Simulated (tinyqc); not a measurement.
The basis set: RHF and MP2 along a ladder of basis sets, for H3+, spin multiplicity 1. Computed by the program tinyqc with PySCF. 

Geometry (angstrom):
```
atom       x       y        z
H     0.0000  0.0000   0.0000
H     0.0000  0.0000   0.7880
H     0.0000  0.0000  -0.7880
```

Same geometry throughout; the dipole is taken about the origin.

RHF and frozen-core MP2 in a ladder of bases:
```
basis        functions  E(RHF) (hartree)  E(MP2 corr) (hartree)  HOMO (eV)  LUMO (eV)  dipole (debye)
sto-3g               3         -1.200898              -0.018006   -30.7110    -8.5889          0.0000
3-21g                6         -1.216803              -0.023280   -30.4663    -9.3047          0.0000
6-31g                6         -1.220214              -0.023459   -30.5041    -9.3541          0.0000
6-31g**             15         -1.224022              -0.033676   -30.4980    -9.3602          0.0000
cc-pvdz             15         -1.221329              -0.033014   -30.4446    -9.3595          0.0000
aug-cc-pvdz         27         -1.221628              -0.033741   -30.4454    -9.3723          0.0000
cc-pvtz             42         -1.227123              -0.037984   -30.4902    -9.3742          0.0000
```

From cc-pVDZ to cc-pVTZ the RHF energy falls by 5.8 mhartree and the correlation energy by 5.0. If valence correlation converges as X^-3, (27 E(T) - 8 E(D))/19 gives -0.0401 hartree, a rough estimate from such small X that usually falls short; STO-3G holds about 45 % of it. Beyond STO-3G the LUMO moves by 0.1 eV and the HOMO by 0.1 eV.
